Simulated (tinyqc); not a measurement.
# Floating body of a partially depleted SOI transistor: body voltage and kink: effects of single changes

Source at 0 V. Channel current Ic = 2 nf K Vt^2 [F(0) - F(Vd)](1 + la Vd), F(V) = ln^2(1 + exp((Vg - VT - nf V)/(2 nf Vt))), VT = VT0 - gb Vb. Saturation voltage Vs = 2 Vt sqrt(F(0)) + 3 Vt, excess Ve = (Vd - Vs + sqrt((Vd - Vs)^2 + 0.0004 V^2))/2, multiplication M1 = Ai Ve exp(-Bl/Ve). Each junction passes D(v) = J1 (exp(v/Vt) - 1) + J2 (exp(v/(2 Vt)) - 1). Bipolar current Ib = bb J1 (exp(Vb/Vt) - 1). The body settles where M1 (Ic + Ib) = D(Vb) + D(Vb - Vd) + Vb/Rb; drain current Id = (1 + M1)(Ic + Ib) - D(Vb - Vd).

Values chosen for this exercise; values of the order met in partially depleted silicon-on-insulator transistors: temperature T = 358 K; threshold at zero body voltage VT0 = 0.39 V; fall of the threshold per volt of body voltage gb = 0.14; slope factor nf = 1.17; gain factor per width K = 200 uA/(V^2 um); channel-length modulation factor la = 0.06 1/V; impact-ionisation prefactor Ai = 2.67 1/V; impact-ionisation voltage Bl = 7.4 V; diffusion saturation current of each junction J1 = 3e-10 uA/um; recombination saturation current of each junction J2 = 6.5e-7 uA/um; gain of the lateral bipolar transistor on the diffusion current bb = 0.5; resistance of a weak body tie to the source (1e9 stands for no tie, and the term is then dropped) Rb = 2e5 kohm um; gate voltage Vg = 0.53 V; drain voltage Vd = 2.2 V.

Constants: q = 1.602176634e-19 C, kB = 1.380649e-23 J/K, Vt = kB T/q. Results are converted to the units shown.

Each table varies one quantity; the others keep the values above.

## Output curve and kink

Rows with more than one solution for Vb (latch) are left out; dId/dVd by a forward difference over 1e-4 V, swing = 1e-4 V over the change of log10 Id; M1 under 1e-12 is printed as 0.

Output curve and kink:

| Vd (V) | Vb (V) | M1 | Id, floating (uA/um) | Id, grounded (uA/um) | ratio | dId/dVd, floating (uS/um) | dId/dVd, grounded (uS/um) |
|---|---|---|---|---|---|---|---|
| 0.84 | 0.004445 | 1.067e-5 | 2.027 | 2.012 | 1.007 | 0.4148 | 0.1154 |
| 1 | 0.06441 | 1.433e-4 | 2.252 | 2.031 | 1.109 | 3.286 | 0.1192 |
| 1.16 | 0.3801 | 6.344e-4 | 3.587 | 2.051 | 1.749 | 9.688 | 0.1335 |
| 1.32 | 0.5116 | 0.002318 | 4.291 | 2.074 | 2.069 | 2.413 | 0.1663 |
| 1.48 | 0.5588 | 0.006646 | 4.614 | 2.105 | 2.192 | 1.802 | 0.2235 |
| 1.64 | 0.5905 | 0.01533 | 4.895 | 2.147 | 2.280 | 1.767 | 0.3074 |
| 1.8 | 0.6148 | 0.03020 | 5.193 | 2.205 | 2.355 | 1.981 | 0.4169 |

Vb rises from 0.00444 to 0.615 V and the ratio of the currents rises from 1.01 to 2.36. The output conductance with a floating body exceeds the grounded value by the largest factor among the rows, 72.6, at Vd = 1.16 V, where Vb = 0.380 V and M1 = 6.34e-4.

## Transfer curve and swing

Same model as above.

Transfer curve and swing:

| Vg (V) | Vb (V) | M1 | Id, floating (uA/um) | Id, grounded (uA/um) | ratio | swing, floating (mV/decade) | swing, grounded (mV/decade) |
|---|---|---|---|---|---|---|---|
| -0.06 | 1.948e-4 | 0.1680 | 2.915e-6 | 2.914e-6 | 1.001 | 107.0 | 107.1 |
| 0.04 | 0.001165 | 0.1678 | 3.673e-5 | 3.657e-5 | 1.004 | 84.60 | 84.95 |
| 0.14 | 0.01724 | 0.1673 | 5.989e-4 | 5.608e-4 | 1.068 | 79.04 | 84.52 |
| 0.24 | 0.4896 | 0.1619 | 0.04739 | 0.008176 | 5.796 | 74.03 | 88.22 |
| 0.34 | 0.5889 | 0.1479 | 0.5483 | 0.09617 | 5.701 | 118.7 | 101.5 |
| 0.44 | 0.6354 | 0.1260 | 2.560 | 0.6962 | 3.678 | 192.2 | 138.3 |
| 0.54 | 0.6604 | 0.1027 | 6.728 | 2.731 | 2.463 | 295.7 | 209.1 |
| 0.64 | 0.6745 | 0.08162 | 12.97 | 6.777 | 1.913 | 414.6 | 307.4 |
| 0.74 | 0.6824 | 0.06344 | 21.08 | 12.85 | 1.641 | 538.7 | 420.0 |

Read the table: what changes, and by how much?

Vb rises from 1.95e-4 to 0.682 V. The smallest swing among the rows is 74.0 mV a decade with a floating body (at Vg = 0.24 V) and 84.5 with a grounded one; Vt ln 10 = 71.0. The floating swing is smaller by more than 3 % for Vg = 0.14, 0.24 V, where the rising Vb lowers the threshold as Vg rises. In the first row the floating body raises the current by a factor of 1.00.

Range of the model: The multiplication law is an empirical form chosen for the exercise; self-heating and capacitive coupling to the body are left out, and the linear laws are rough once Vb passes about 0.7 V or M1 about 0.1.

Program tinyqc, `OMP_NUM_THREADS=1 python tinyqc.py 2182030 2182031 out.jsonl`; Intel Xeon 2.30GHz, shared host, one thread, about 0.2 s.
